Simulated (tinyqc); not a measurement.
Valley splitting in a one-orbital chain of atomic planes (second-neighbour model): one step. Levels and the valley doublet. Four cases, with inputs chosen for the exercise.

Task: Diagonalise H. The two lowest levels are the doublet made from the valleys at +k0 and -k0; give their splitting, the weights of the lowest state, and its parity under reversal of the planes.

Give: levels; splitting; weights on the planes; parity of the lowest state.

Case 1.

H (eV), lower triangle:
```
,1,2,3,4,5,6,7,8,9,10
1,1.293744
2,0.538919,1.293744
3,0.584791,0.538919,1.293744
4,0,0.584791,0.538919,1.293744
5,0,0,0.584791,0.538919,1.293744
6,0,0,0,0.584791,0.538919,1.293744
7,0,0,0,0,0.584791,0.538919,1.293744
8,0,0,0,0,0,0.584791,0.538919,1.293744
9,0,0,0,0,0,0,0.584791,0.538919,1.293744
10,0,0,0,0,0,0,0,0.584791,0.538919,1.293744
```

Result:

levels (eV): 0.1418  0.1539  0.5369  0.5512  0.9717  1.1672  1.3161  1.9970  2.7678  3.3337

splitting = 12.14 meV

weights on the planes: 0.055  0.001  0.195  0.056  0.193  0.193  0.056  0.195  0.001  0.055

parity of the lowest state: odd

The mean of the doublet lies 0.1479 eV above the bulk minimum, and level 3 lies 0.3890 eV above that mean; the weights oscillate from plane to plane because the two valleys interfere.

Case 2.

H (eV), lower triangle:
```
,1,2,3,4,5,6,7
1,1.402398
2,0.608782,1.402398
3,0.627354,0.608782,1.402398
4,0,0.627354,0.608782,1.402398
5,0,0,0.627354,0.608782,1.402398
6,0,0,0,0.627354,0.608782,1.402398
7,0,0,0,0,0.627354,0.608782,1.402398
```

Result:

levels (eV): 0.2373  0.3223  0.7939  1.1234  1.4040  2.4637  3.4723

splitting = 85.02 meV

weights on the planes: 0.098  0.166  0.035  0.402  0.035  0.166  0.098

parity of the lowest state: even

The mean of the doublet lies 0.2798 eV above the bulk minimum, and level 3 lies 0.5141 eV above that mean; the weights oscillate from plane to plane because the two valleys interfere.

Case 3.

H (eV), lower triangle:
```
,1,2,3,4,5,6,7,8,9
1,1.395235
2,0.620511,1.395235
3,0.619988,0.620511,1.395235
4,0,0.619988,0.620511,1.395235
5,0,0,0.619988,0.620511,1.395235
6,0,0,0,0.619988,0.620511,1.395235
7,0,0,0,0,0.619988,0.620511,1.395235
8,0,0,0,0,0,0.619988,0.620511,1.395235
9,0,0,0,0,0,0,0.619988,0.620511,1.395235
```

Result:

levels (eV): 0.1550  0.2210  0.5644  0.7747  1.1384  1.2433  1.9584  2.8929  3.6089

splitting = 66.04 meV

weights on the planes: 0.071  0.071  0.071  0.286  0.000  0.286  0.071  0.071  0.071

parity of the lowest state: odd

The mean of the doublet lies 0.1880 eV above the bulk minimum, and level 3 lies 0.3765 eV above that mean; the weights oscillate from plane to plane because the two valleys interfere.

Case 4.

H (eV), lower triangle:
```
,1,2,3,4,5,6,7,8,9,10
1,1.440794
2,0.681721,1.440794
3,0.627874,0.681721,1.440794
4,0,0.627874,0.681721,1.440794
5,0,0,0.627874,0.681721,1.440794
6,0,0,0,0.627874,0.681721,1.440794
7,0,0,0,0,0.627874,0.681721,1.440794
8,0,0,0,0,0,0.627874,0.681721,1.440794
9,0,0,0,0,0,0,0.627874,0.681721,1.440794
10,0,0,0,0,0,0,0,0.627874,0.681721,1.440794
```

Result:

levels (eV): 0.1482  0.1624  0.5194  0.6293  0.9547  1.1886  1.4568  2.3250  3.1950  3.8285

splitting = 14.17 meV

weights on the planes: 0.034  0.108  0.001  0.251  0.106  0.106  0.251  0.001  0.108  0.034

parity of the lowest state: even

The mean of the doublet lies 0.1553 eV above the bulk minimum, and level 3 lies 0.3641 eV above that mean; the weights oscillate from plane to plane because the two valleys interfere.

Computed by tinyqc, one run a case: `OMP_NUM_THREADS=1 python tinyqc.py N N+1 out.jsonl` with N = 1451149, 1451191, 1451226, 1451353; one thread of a shared Intel(R) Xeon(R) Processor @ 2.30GHz, about 0.02 s a run at most.
